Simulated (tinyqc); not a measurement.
# Changing the base doping at the emitter edge N_0

Model: minority-electron transport through the base of a bipolar transistor (Moll-Ross and Kroemer integrals). Computed by tinyqc, a small Python program. Command: `OMP_NUM_THREADS=1 python tinyqc.py 3011403 3011404 out.jsonl base sweep`. One thread of a shared host (Intel(R) Xeon(R) Processor @ 2.30GHz), about 0.01 s of CPU time with the checks.

Low injection, one dimension, x from the emitter edge (0) to the collector edge (W), s = x/W. Recombination is treated as a small correction (valid for tau_B well below tau_n), computed from the stored charge.

Inputs (values chosen for the exercise, modelled on SiGe):
```
quantity                                     value        unit
intrinsic density n_i at the emitter edge  7.3e+10      1/cm^3
base width W                                    17          nm
mu_min                                         120  cm^2/(V s)
mu_max                                        1110  cm^2/(V s)
N_ref                                      9.3e+16      1/cm^3
saturation velocity v_s                       0.71    1e7 cm/s
electron lifetime tau_n                         74          ns
emitter Gummel number G_E                  3.5e+13      s/cm^4
base-emitter voltage V_BE                     0.61           V
temperature T                                  300           K
doping ratio N_0/N(W)                           18           -
```

Base doping profile: Gaussian. Gap grading: none. Exit of the base: saturation velocity.

Constants: k_B = 8.617333262e-05 eV/K; e = 1.602176634e-19 C.

Method:
- N(x) = N_0 (ratio)^(-s^2); n_i(x) = n_i; D(x) = (k_B T/e) mu, mu = mu_min + (mu_max - mu_min)/(1 + (N/N_ref)^0.7).
- With y(x) = N n_i^2/(D n_i(x)^2): base Gummel number G_B = int_0^W y dx + N(W) n_i^2/(v_s n_i(W)^2); J_C = e n_i^2 exp(e V_BE/k_B T)/G_B; n(x) = (J_C/e)(n_i(x)^2/(N n_i^2)) [int_x^W y dx + the same exit term]; transit time tau_B = (e/J_C) int n dx; trapezoid rule on 401 even points.
- Emitter-limited gain beta_E = G_E/G_B; recombination-limited gain beta_R = tau_n/tau_B; 1/beta = 1/beta_E + 1/beta_R; f_T from the base alone = 1/(2 pi tau_B).

One run for each value; columns: (1) base doping at the emitter edge N_0 (1/cm^3); (2) current gain beta; (3) collector current density J_C (A/cm^2); (4) base transit time tau_B (ps); (5) beta_E; (6) beta_R:
```
(1)              (2)         (3)      (4)         (5)         (6)
2.00e+17  2.5129e+03  1.0874e+03  0.09444  2.5210e+03  7.8354e+05
4.30e+17  9.3484e+02  4.0379e+02  0.10492  9.3608e+02  7.0532e+05
9.50e+17  3.2916e+02  1.4206e+02  0.12052  3.2934e+02  6.1403e+05
2.10e+18  1.1678e+02  5.0384e+01  0.14117  1.1680e+02  5.2421e+05
4.50e+18  4.4489e+01  1.9193e+01  0.16462  4.4493e+01  4.4951e+05
9.70e+18  1.7549e+01  7.5703e+00  0.18949  1.7550e+01  3.9051e+05
2.10e+19  7.1933e+00  3.1029e+00  0.21296  7.1935e+00  3.4748e+05
4.60e+19  3.0222e+00  1.3037e+00  0.23298  3.0223e+00  3.1762e+05
1.00e+20  1.3178e+00  5.6846e-01  0.24808  1.3178e+00  2.9829e+05
```

Over the rows, current gain beta falls from 2510 to 1.32 (exponent d ln y / d ln x -1.3 between the first rows and -1.1 between the last); collector current density J_C (A/cm^2) falls from 1090 to 0.568 (exponent d ln y / d ln x -1.3 between the first rows and -1.1 between the last); base transit time tau_B (ps) rises from 0.0944 to 0.248 (exponent d ln y / d ln x 0.14 between the first rows and 0.081 between the last). At the high end the exponent of collector current density J_C is -1.07, close to -1: J_C is inverse to the Gummel number. Gap narrowing by heavy doping and the fall of the lifetime with N are left out; both matter at the high end.

Caution (rows 2.00e17, 4.30e17, 9.50e17, 2.10e18, 4.50e18, 9.70e18, 2.10e19, 4.60e19): the mean velocity exceeds v_s, so drift-diffusion with a low-field mobility overstates the speed. Caution (all rows): the base is only a few mean free paths wide, so transport is partly ballistic.
